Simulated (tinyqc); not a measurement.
Inside a calculation. Method: tight binding, dimerised chain. One step of it, computed by the program tinyqc.

Task: Open chain of 4 cells. The same hoppings without the wrap-around bond.

H of the open chain (eV), lower triangle:
```
           1          2          3          4          5          6          7         8
1   0.000000
2  -1.340000   0.000000
3   0.000000  -0.480000   0.000000
4   0.000000   0.000000  -1.340000   0.000000
5   0.000000   0.000000   0.000000  -0.480000   0.000000
6   0.000000   0.000000   0.000000   0.000000  -1.340000   0.000000
7   0.000000   0.000000   0.000000   0.000000   0.000000  -0.480000   0.000000
8   0.000000   0.000000   0.000000   0.000000   0.000000   0.000000  -1.340000  0.000000
```

Give: levels; weights of the highest filled level on the sites.

Result:

levels (eV): -1.744  -1.532  -1.241  -0.973  0.973  1.241  1.532  1.744

weights of the highest filled level on the sites: 0.105  0.055  0.183  0.156  0.156  0.183  0.055  0.105

The bulk gap runs from -0.8600 to 0.8600 eV; no level of this chain lies inside it.
